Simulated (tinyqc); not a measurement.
Signal and retention of a DRAM cell: failing cells against the refresh interval.

A stored one starts at Vd and leaks: Cs dV/dt = -I(V), I = a sqrt((V + Vb)/(Vd + Vb)) + b, with a = Ig exp[-(Eg1 q/kB)(1/T - 1/T0)] (generation in a depletion layer) and b = Is exp[-(Es q/kB)(1/T - 1/T0)]. The bit line is precharged to Vd/2, and charge sharing gives the signal (V - Vd/2) Cs/(Cs + Cb).

The cell fails below Vc = Vd/2 + dm (Cs + Cb)/Cs. With s = sqrt((Vc + Vb)/(Vd + Vb)), the time from Vd to Vc is t = [2 Cs (Vd + Vb)/a] [1 - s - (b/a) ln((a + b)/(a s + b))]. This time is the median of a log-normal spread: failing cells = Nc erfc(z/sqrt 2)/2, z = ln(t/tr)/sg.

Values chosen for this exercise:

| symbol | value | unit | meaning |
|---|---|---|---|
| Vd | 1.1 | V | array voltage |
| Cs | 17 | fF | cell capacitance |
| Cb | 110 | fF | bit-line capacitance |
| dm | 66 | mV | smallest signal that the sense amplifier resolves |
| Vb | 1.18 | V | built-in plus back-bias voltage of the storage junction |
| Ig | 1.2 | fA | junction leakage at V = Vd and T0 |
| Is | 0.48 | fA | voltage-independent leakage at T0 |
| Es | 0.42 | eV | activation energy of Is |
| T0 | 358 | K | reference temperature |
| T | 378 | K | temperature |
| sg | 0.53 |  | deviation of ln(retention time) over the cells |
| Nc | 1.72e10 |  | cells |
| Eg1 | 0.63 | eV | activation energy of Ig |

Constants: q = 1.602176634e-19 C, kB = 1.380649e-23 J/K. Results are converted to the units shown.

Result of one run:

| z | failing cells |
|---|---|
| -0.3282 | 1.081e10 |

Which refresh interval tr gave this result: 64, 256, 512 or 2048 ms?

tr = 256 ms.

The whole series:

| tr (ms) | z | failing cells |
|---|---|---|
| 16 | 4.903 | 8112 |
| 32 | 3.595 | 2.787e6 |
| 64 | 2.287 | 1.907e8 |
| 128 | 0.9796 | 2.814e9 |
| 256 | -0.3282 | 1.081e10 |
| 512 | -1.636 | 1.632e10 |
| 1024 | -2.944 | 1.717e10 |
| 2048 | -4.252 | 1.720e10 |

Doubling the interval lowers z by ln 2/sg = 1.31 and multiplies the count by 344 between the first two rows and by 1.00 between the last two. It is above 1 in every row.

Range of the model: Real arrays also hold a tail of unusually leaky cells and cells whose retention varies in time, which this model lacks.

Program tinyqc, `OMP_NUM_THREADS=1 python tinyqc.py 2130116 2130117 out.jsonl`; Intel Xeon 2.30GHz, shared host, one thread, about 0.01 s.
